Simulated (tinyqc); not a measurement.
Two-dimensional dopant profile at a mask edge: lateral junction, overlap and effective channel length: one step, computed by the program tinyqc.

Ions enter for y < 0; the mask (spacer, then gate) covers y > 0. x is the depth. The surface reflects dopant during the anneal.

Question. Junction contour. Widths s_x^2 = (vertical straggle)^2 + 2 D t, s_y^2 = (lateral straggle)^2 + 2 D t. C(x, y) = V(x) (1/2) erfc(y/(sqrt2 s_y)), V(x) = Q/(sqrt(2 pi) s_x) [exp(-(x - R_p)^2/(2 s_x^2)) + exp(-(x + R_p)^2/(2 s_x^2))]; 1 nm = 1e-7 cm. The lateral junction at depth x solves C = C_B: y_j(x) = sqrt2 s_y erfc^-1(2 C_B/V(x)). Depths are 0, 0.15, 0.3, 0.45, 0.6, 0.75, 0.9 and 0.97 of x_j.

Inputs (values chosen for the exercise, modelled on a source-drain extension in silicon): dose Q = 1.6e+14 1/cm^2; projected range R_p = 36 nm; channel doping C_B = 2.7e+18 1/cm^3.

vertical junction x_j = 92.24615 nm

s_x = 27 nm

s_y = 25.21904 nm

Give: Contour.

Answer.

Contour:

| x/x_j | x (nm) | V (1/cm^3) | y_j (nm) |
|---|---|---|---|
| 0.00 | 0.000 | 1.9438e+19 | 27.369 |
| 0.15 | 13.837 | 2.1183e+19 | 28.711 |
| 0.30 | 27.674 | 2.4009e+19 | 30.605 |
| 0.45 | 41.511 | 2.3537e+19 | 30.310 |
| 0.60 | 55.348 | 1.8365e+19 | 26.463 |
| 0.75 | 69.185 | 1.1120e+19 | 17.586 |
| 0.90 | 83.022 | 5.1902e+18 | -1.278 |
| 0.97 | 89.479 | 3.3253e+18 | -22.323 |

The contour reaches furthest, 30.60 nm, at x/x_j = 0.3 among these rows, below the surface, where punch-through would start. It crosses the mask edge where V = 2 C_B.
